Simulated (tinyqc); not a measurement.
# Long-channel MOSFET, surface-potential model, step by step

Numbers from tinyqc (`OMP_NUM_THREADS=1 python tinyqc.py 2360001 2360002 out.jsonl`; about 0.04 s on one thread of a shared Intel Xeon 2.30GHz). Printed values are rounded.

n-channel transistor on a uniformly doped p-type body, gradual-channel approximation, constant mobility, Boltzmann statistics, full ionisation. Potentials are counted from the neutral body; V is the electron quasi-Fermi potential, Vsb at the source and Vsb + Vds at the drain. Charges are magnitudes per area.

Parameters, values chosen for the exercise; material values close to those of silicon:
- T = 300 K (temperature)
- Eg = 1.13 eV (band gap)
- eps_r = 11.7 (relative permittivity of the semiconductor)
- Nc = 2.76e19 cm^-3 (conduction-band density of states at T)
- Nv = 2.67e19 cm^-3 (valence-band density of states at T)
- Na = 6.8e17 cm^-3 (acceptor density of the body)
- eox = 3.85 (relative permittivity of the gate insulator)
- tox = 4.7 nm (insulator thickness)
- Vfb = -0.4 V (flat-band voltage)
- mu = 550 cm^2/(V s) (channel mobility)
- W = 5 um (gate width)
- L = 0.5 um (gate length)
- Vsb = 1 V (source-body reverse bias)
- Vgs = 1.83 V (gate-source voltage)
- Vds = 0.1 V (drain-source voltage)

Constants: q = 1.602176634e-19 C, kB = 1.380649e-23 J/K, Vt = kB T/q, eps0 = 8.8541878128e-14 F/cm where lengths are in cm. Results are converted to the units shown.

Range of the model: The surface electron density at the source passes 0.3 Nc, where degeneracy, left out here, matters.

## Body potential, insulator capacitance and body factor

ni = sqrt(Nc Nv) exp(-Eg/(2 Vt)), Eg in volts; phiF = Vt ln(Na/ni); Cox = eps0 eox/tox; gamma = sqrt(2 q eps0 eps_r Na)/Cox. VT = Vfb + 2 phiF + gamma sqrt(2 phiF + Vsb), m = 1 + gamma/(2 sqrt(2 phiF + Vsb)).

ni = 8.752415e9 cm^-3
phiF = 0.4696862 V
Cox = 0.7252899 uF/cm^2
gamma = 0.6550589 V^0.5
VT = 1.451616 V
m = 1.235190

## Iteration 1: surface potential at the source by Newton steps

psi at the start (the smaller of 2 phiF + Vsb + 4 Vt and the root without inversion charge) = 2.042780 V

With V = Vsb: G = psi - Vt + Vt e, e = exp((psi - 2 phiF - Vsb)/Vt); f = Vgs + Vsb - Vfb - psi - gamma sqrt(G); f' = -1 - gamma (1 + e)/(2 sqrt(G)); psi(new) = psi - f/f'.

G = 3.428377 V
f = -0.02567896 V
f' = -10.83467
psi after iteration 1 = 2.040410 V

## Iteration 2: surface potential at the source by Newton steps

As before.

G = 3.302362 V
f = -8.092137e-4 V
f' = -10.15852
psi after iteration 2 = 2.040330 V

## Course of the iteration: surface potential at the source by Newton steps

Stop when psi changes by less than 1e-10 V, or after 40 iterations.

Course of the iteration:

| iteration | psi (V) | \|change\| (V) |
|---|---|---|
| 1 | 2.040410 | 2.37e-3 |
| 2 | 2.040330 | 7.97e-5 |
| 3 | 2.040330 | 8.66e-8 |
| 4 | 2.040330 | 1.02e-13 |

Converged in 4 iterations. The change falls from 0.0024 in the first iteration to below the tolerance in the last.

## Charges and current of the charge-sheet model

psi_0 = 2.040330 V
psi_L = 2.126078 V

psi_0 and psi_L solve Vgs + Vsb - Vfb - psi = gamma sqrt(G) at V = Vsb and Vsb + Vds. Qi = Cox gamma [sqrt(G) - sqrt(psi - Vt)], G = psi - Vt + Vt exp((psi - 2 phiF - V)/Vt), at both ends. With U = Vgs + Vsb - Vfb: drift = mu (W/L) Cox [U (psi_L - psi_0) - (psi_L^2 - psi_0^2)/2 - (2/3) gamma ((psi_L - Vt)^1.5 - (psi_0 - Vt)^1.5)]; diffusion = mu (W/L) Vt (Qi0 - QiL).

Qi0 = 188.5243 nC/cm^2
QiL = 112.1298 nC/cm^2
drift current = 70.88482 uA
diffusion current = 10.86222 uA
drain current = 81.74705 uA

Drift carries 86.7 % of the current.

## Inversion charge along the channel

| point | V (V) |
|---|---|
| 0 | 1 |
| 1 | 1.01 |
| 2 | 1.02 |
| 3 | 1.03 |
| 4 | 1.04 |
| 5 | 1.05 |
| 6 | 1.06 |
| 7 | 1.07 |
| 8 | 1.08 |
| 9 | 1.09 |
| 10 | 1.1 |

The surface potential psi at channel potential V solves Vgs + Vsb - Vfb - psi = gamma sqrt(G), G = psi - Vt + Vt exp((psi - 2 phiF - V)/Vt). Charge sheet: Qi = Cox gamma [sqrt(G) - sqrt(psi - Vt)]. Pao-Sah: Qi = (Cox gamma/2) integral from 3 Vt to psi of exp((u - 2 phiF - V)/Vt)/sqrt(G(u, V)) du.

| point | psi (V) | Qi, charge sheet (nC/cm^2) | Qi, Pao-Sah (nC/cm^2) |
|---|---|---|---|
| 0 | 2.040330 | 188.5243 | 189.6799 |
| 1 | 2.049145 | 180.6570 | 181.7624 |
| 2 | 2.057918 | 172.8310 | 173.8868 |
| 3 | 2.066644 | 165.0493 | 166.0558 |
| 4 | 2.075321 | 157.3148 | 158.2726 |
| 5 | 2.083944 | 149.6312 | 150.5407 |
| 6 | 2.092509 | 142.0022 | 142.8640 |
| 7 | 2.101011 | 134.4323 | 135.2469 |
| 8 | 2.109444 | 126.9265 | 127.6943 |
| 9 | 2.117802 | 119.4902 | 120.2120 |
| 10 | 2.126078 | 112.1298 | 112.8062 |

At the source the charge-sheet charge is 0.61 % below the Pao-Sah one.

## Pao-Sah current by Simpson's rule

I = mu (W/L) integral of Qi dV; Simpson's rule on the 11 points, step Vds/10, weights 1, 4, 2, ..., 4, 1 times step/3.

Pao-Sah current = 82.92519 uA

Gauss-Legendre quadrature on many points gives 82.93 uA, so this value is within 0.01 % of it; the charge-sheet current, 81.75 uA, is 1.4 % below it.
